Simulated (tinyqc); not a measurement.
Inside a calculation (part 2 of 2). Method: RHF in the sto-3g basis, for H6, spin multiplicity 1. Computed by tinyqc, a small Python program that keeps every step (integrals from PySCF). Command: `OMP_NUM_THREADS=1 python tinyqc.py 20958 20959 out.jsonl` (the two numbers bound the seeds that draw the settings). One thread of a shared host (Intel(R) Xeon(R) Processor @ 2.60GHz), about 0.07 s of CPU time with the checks.

Geometry (angstrom):
```
atom        x        y        z
H     0.00000  0.00000  0.00000
H     0.00000  0.00000  0.73000
H     0.00000  0.00000  1.70500
H     0.00000  0.00000  2.43500
H     0.00000  0.00000  3.41000
H     0.00000  0.00000  4.14100
```

## Convergence

Stop when the energy changes by less than 1e-09 hartree and every element of the error matrix X^T (F D S - S D F) X is below 9e-06.

Course of the cycle:
```
iteration  E (hartree)     change  largest element of the error matrix
1            0.8833946          -                             8.81e-01
2           -0.8062647  -1.69e+00                             5.66e-01
3           -1.8995894  -1.09e+00                             3.37e-01
4           -2.5316293  -6.32e-01                             1.73e-01
5           -2.8732116  -3.42e-01                             8.60e-02
6           -3.0505282  -1.77e-01                             4.29e-02
7           -3.1408372  -9.03e-02                             2.15e-02
8           -3.1864023  -4.56e-02                             1.07e-02
9           -3.2092871  -2.29e-02                             5.37e-03
10          -3.2207551  -1.15e-02                             2.69e-03
11          -3.2264954  -5.74e-03                             1.34e-03
12          -3.2293672  -2.87e-03                             6.71e-04
13          -3.2308035  -1.44e-03                             3.36e-04
14          -3.2315218  -7.18e-04                             1.68e-04
...                ...        ...                                  ...
21          -3.2322345  -5.61e-06                             1.31e-06
22          -3.2322373  -2.81e-06                             6.56e-07
23          -3.2322387  -1.40e-06                             3.28e-07
24          -3.2322394  -7.02e-07                             1.64e-07
25          -3.2322397  -3.51e-07                             8.20e-08
26          -3.2322399  -1.75e-07                             4.10e-08
27          -3.2322400  -8.77e-08                             2.05e-08
28          -3.2322400  -4.38e-08                             1.02e-08
29          -3.2322401  -2.19e-08                             5.12e-09
30          -3.2322401  -1.10e-08                             2.56e-09
31          -3.2322401  -5.48e-09                             1.28e-09
32          -3.2322401  -2.74e-09                             6.40e-10
33          -3.2322401  -1.37e-09                             3.20e-10
34          -3.2322401  -6.85e-10                             1.60e-10
```

PySCF RHF in the same basis = -3.2322401 hartree

Converged in 34 iterations.

## Populations, bond orders and dipole

D after iteration 34, lower triangle:
```
          1H 1s     2H 1s     3H 1s     4H 1s    5H 1s    6H 1s
1H 1s   0.66600
2H 1s   0.61207   0.61698
3H 1s  -0.20208  -0.00679   0.66859
4H 1s  -0.34236  -0.16863   0.62798   0.66861
5H 1s   0.05254  -0.02848  -0.16867  -0.00667  0.61710
6H 1s   0.18097   0.05252  -0.34250  -0.20201  0.61227  0.66631
```

overlap S, lower triangle:
```
         1H 1s    2H 1s    3H 1s    4H 1s    5H 1s    6H 1s
1H 1s  1.00000
2H 1s  0.66642  1.00000
3H 1s  0.18985  0.51133  1.00000
4H 1s  0.05588  0.18985  0.66642  1.00000
5H 1s  0.00740  0.03505  0.18985  0.51133  1.00000
6H 1s  0.00123  0.00738  0.05578  0.18956  0.66577  1.00000
```

Mulliken: Z minus the diagonal of D S on the atom; Loewdin: the same with S^(1/2) D S^(1/2); Mayer order: 2 sum_s sum (D(s) S)_ij (D(s) S)_ji over the two atoms.

Charges (e):
```
atom  Mulliken   Loewdin
1H    -0.01701  -0.04100
2H     0.01122   0.03475
3H     0.00588   0.00635
4H     0.00574   0.00625
5H     0.01132   0.03476
6H    -0.01715  -0.04110
```

Mayer bond orders:
```
pair     order
2-1    0.90179
3-1   -0.00135
3-2    0.09648
4-1    0.07833
4-2   -0.00131
4-3    0.82772
5-1   -0.00009
5-2    0.00301
5-3   -0.00131
5-4    0.09658
6-1    0.02104
6-2   -0.00009
6-3    0.07843
6-4   -0.00135
6-5    0.90168
```

dipole moment about the origin, x y z (debye): 0.00000  0.00000  -0.00106
